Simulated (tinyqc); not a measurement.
Long-channel MOSFET, surface-potential model: potential, charge and velocity along the channel.

n-channel transistor on a uniformly doped p-type body, gradual-channel approximation, constant mobility, Boltzmann statistics, full ionisation. Potentials are counted from the neutral body; V is the electron quasi-Fermi potential, Vsb at the source and Vsb + Vds at the drain. Charges are magnitudes per area.

ni = sqrt(Nc Nv) exp(-Eg/(2 Vt)), Eg in volts; phiF = Vt ln(Na/ni); Cox = eps0 eox/tox; gamma = sqrt(2 q eps0 eps_r Na)/Cox. The surface potential psi at channel potential V solves Vgs + Vsb - Vfb - psi = gamma sqrt(G), G = psi - Vt + Vt exp((psi - 2 phiF - V)/Vt). Charge sheet: Qi = Cox gamma [sqrt(G) - sqrt(psi - Vt)]; I = mu (W/L) [integral of Qi dpsi from psi_0 to psi_L (drift) + Vt (Qi0 - QiL) (diffusion)], with psi_0 at V = Vsb and psi_L at V = Vsb + Vds. The current is the same at every point, so the place y where the channel potential is Vsb + v follows from y/L = I(Vds = v)/I(Vds); the mean carrier velocity is I/(W Qi).

Values chosen for this exercise; material values those of a made-up semiconductor: temperature T = 300 K; band gap Eg = 1.19 eV; relative permittivity of the semiconductor eps_r = 9.67; conduction-band density of states at T Nc = 3.37e19 cm^-3; valence-band density of states at T Nv = 2.43e19 cm^-3; acceptor density of the body Na = 3.9e16 cm^-3; relative permittivity of the gate insulator eox = 4.04; insulator thickness tox = 2.6 nm; flat-band voltage Vfb = -0.85 V; channel mobility mu = 130 cm^2/(V s); gate width W = 2 um; gate length L = 5 um; source-body reverse bias Vsb = 0 V; gate-source voltage Vgs = 0.32 V; drain-source voltage Vds = 0.2 V.

Constants: q = 1.602176634e-19 C, kB = 1.380649e-23 J/K, Vt = kB T/q, eps0 = 8.8541878128e-14 F/cm where lengths are in cm. Results are converted to the units shown.

Along the channel:
```
v (V),psi (V),Qi (nC/cm^2),y/L,velocity (cm/s)
0.025,1.004,126.6,0.2705,2.456e4
0.05,1.021,101.7,0.4910,3.059e4
0.075,1.037,78.29,0.6646,3.971e4
0.1,1.052,56.98,0.7952,5.456e4
0.125,1.065,38.37,0.8874,8.103e4
0.15,1.076,23.28,0.9473,1.336e5
0.175,1.084,12.41,0.9822,2.504e5
0.2,1.088,5.805,1.000,5.356e5
```

What do the numbers show?

Half of the listed voltage range, v = 0.1 V, is reached at y/L = 0.795. The charge falls from 127 to 5.81 nC/cm^2 over the rows, so the velocity rises by a factor of 21.8 to keep the current constant.

tinyqc, about 0.05 s, one thread, Intel Xeon 2.30GHz (shared host): `OMP_NUM_THREADS=1 python tinyqc.py 2360116 2360117 out.jsonl`
